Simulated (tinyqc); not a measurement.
Pariser-Parr-Pople SCF with singles CI, for the molecule [CH2+]C=C(C=N)C=O (SMILES; centres numbered as the heavy atoms are written), step by step. One step of it, computed by the program tinyqc.

Question. Singles CI, triplets. Over the 6 single excitations with the smallest orbital gaps: A = (e_a - e_i) delta - (ij|ab), with (pq|rs) = sum c_mp c_mq gamma_mn c_nr c_ns.

orbital energies (eV): [-21.272072, -19.159302, -17.965147, -10.251310, -6.321918, -6.082247, -3.545193]

coefficients, order 1C, 2C, 3C, 4C, 5N, 6C, 7O:
```
[[0.220170, -0.188309, 0.437035, -0.525975, 0.576255, 0.275230, 0.201478],
 [0.411581, -0.270938, 0.539890, -0.106353, -0.500542, -0.253789, -0.373430],
 [0.551808, -0.157468, 0.047879, 0.590743, 0.017682, 0.055169, 0.562216],
 [0.341713, -0.334080, -0.461542, 0.019534, 0.013493, 0.582445, -0.467756],
 [0.225578, -0.336393, -0.535843, -0.450303, -0.038044, -0.528179, 0.256190],
 [0.409194, 0.423119, -0.066974, 0.162425, 0.524682, -0.408920, -0.424448],
 [0.377547, 0.680101, -0.102917, -0.365411, -0.374372, 0.267142, 0.198205]]
```

repulsion gamma_rs (eV), order 1C, 2C, 3C, 4C, 5N, 6C, 7O:
```
[[11.130000, 7.554274, 5.239265, 3.670073, 2.878173, 4.667935, 3.317640],
 [7.554274, 11.130000, 7.555125, 5.239265, 3.689956, 5.239743, 3.728526],
 [5.239265, 7.555125, 11.130000, 7.554274, 5.296723, 7.553649, 5.412305],
 [3.670073, 5.239265, 7.554274, 11.130000, 7.730550, 5.240164, 4.790323],
 [2.878173, 3.689956, 5.296723, 7.730550, 12.300000, 4.709457, 5.450861],
 [4.667935, 5.239743, 7.553649, 5.240164, 4.709457, 11.130000, 8.105591],
 [3.317640, 3.728526, 5.412305, 4.790323, 5.450861, 8.105591, 15.200000]]
```

Give: triplet CI matrix; triplet excitation energies.

Answer.

triplet CI matrix (eV), order 3>4, 2>4, 1>4, 3>5, 3>6, 2>5:
```
[[1.587, 0.065, -0.074, 0.216, -0.471, -0.279],
 [0.065, 2.690, 0.059, -0.279, -0.740, -1.204],
 [-0.074, 0.059, 4.451, 0.593, 0.530, -0.734],
 [0.216, -0.279, 0.593, 5.876, -0.500, 0.933],
 [-0.471, -0.740, 0.530, -0.500, 5.528, 0.181],
 [-0.279, -1.204, -0.734, 0.933, 0.181, 6.684]]
```

triplet excitation energies (eV): [1.499, 2.227, 3.591, 5.689, 6.190, 7.620]
